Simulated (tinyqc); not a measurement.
# Inputs raised by 10 %, one at a time

Model: Gupta-type many-body potential for a metal. Computed by tinyqc, a small Python program. Command: `OMP_NUM_THREADS=1 python tinyqc.py 3002127 3002128 out.jsonl gupta sens`. One thread of a shared host (Intel(R) Xeon(R) Processor @ 2.30GHz), about 0.02 s of CPU time with the checks.

E_i = sum_j A exp(-p (r_ij/r0 - 1)) - xi rho_i^gamma, with rho_i = sum_j exp(-2 q (r_ij/r0 - 1)); gamma = 1/2 is the tight-binding second-moment form. The crystal is fcc unless stated; d is the neighbour distance and a fixed number of shells is kept.

Inputs (values chosen for the exercise, modelled on lead):

| quantity | value | unit |
|---|---|---|
| repulsion A | 0.0998 | eV |
| hopping xi | 0.919 | eV |
| decay p | 9.65 | - |
| decay q | 3.75 | - |
| reference distance r0 | 3.501 | angstrom |
| shells kept | 1 | - |
| embedding exponent gamma | 0.5 | - |

Surface: (100).

Constants: 1 eV/angstrom^3 = 160.2176634 GPa; 1 eV/angstrom^2 = 16.02176634 J/m^2.

Method:
- fcc shells: d sqrt(k), k = 1..5, with 12, 6, 24, 12, 24 atoms; Omega = d^3/sqrt2.
- Equilibrium: dE/dd = 0; B = d^2 E''(d)/(9 Omega).
- Repulsion and density of one neighbour in each shell, and their sums.
- Each neighbour j of the vacancy loses one repulsive term and one density term: E_v = sum_shells count x {-repulsion - xi [(rho - density)^gamma - rho^gamma]}. (The removed atom returns to a bulk-like site, so its own energy cancels.)
- Cut the crystal without relaxation; an atom in layer l keeps the neighbours that lie below the surface plane. Excess = E_i + E_c. Surface energy = sum of excesses over the layers, divided by the area per surface atom: (sqrt3/2) d^2 for (111), d^2 for (100), sqrt2 d^2 for (110).

Runs:

| input moved | from | to | neighbour distance d (angstrom) | bulk modulus B (GPa) | vacancy energy E_v (eV) | surface energy (J/m^2) |
|---|---|---|---|---|---|---|
| base run | - | - | 3.482 | 42.42 | 0.3974 | 0.2318 |
| repulsion A (eV) | 0.0998 | 0.10978 | 3.538 | 39.29 | 0.3740 | 0.2113 |
| hopping xi (eV) | 0.919 | 1.0109 | 3.425 | 50.39 | 0.4644 | 0.2799 |
| decay p | 9.65 | 10.615 | 3.533 | 46.04 | 0.4848 | 0.2596 |
| decay q | 3.75 | 4.125 | 3.420 | 47.94 | 0.2921 | 0.1968 |
| reference distance r0 (angstrom) | 3.501 | 3.8511 | 3.830 | 31.87 | 0.3974 | 0.1916 |
| embedding exponent gamma | 0.5 | 0.55 | 3.341 | 60.96 | 0.5799 | 0.3584 |

Exponents ln(y'/y) / ln(x'/x):

| input | neighbour distance d | bulk modulus B | vacancy energy E_v | surface energy |
|---|---|---|---|---|
| repulsion A | 0.169 | -0.805 | -0.636 | -0.974 |
| hopping xi | -0.172 | 1.807 | 1.636 | 1.979 |
| decay p | 0.154 | 0.859 | 2.086 | 1.187 |
| decay q | -0.188 | 1.283 | -3.228 | -1.720 |
| reference distance r0 | 1.000 | -3.000 | 0.000 | -2.000 |
| embedding exponent gamma | -0.432 | 3.804 | 3.966 | 4.572 |

To which inputs is each result most sensitive?

Among the inputs moved here: neighbour distance d answers most in size to reference distance r0 (exponent +1.000), next to embedding exponent gamma (-0.432). Its exponent +1.000 in reference distance r0: r0 is the length scale. Bulk modulus B answers most in size to embedding exponent gamma (exponent +3.804), next to reference distance r0 (-3.000). Its exponent -3.000 in reference distance r0: energy over volume. Vacancy energy E_v answers most in size to embedding exponent gamma (exponent +3.966), next to decay q (-3.228); its exponent is below 0.0005 for reference distance r0. Surface energy answers most in size to embedding exponent gamma (exponent +4.572), next to reference distance r0 (-2.000). Its exponent -2.000 in reference distance r0: energy over area.
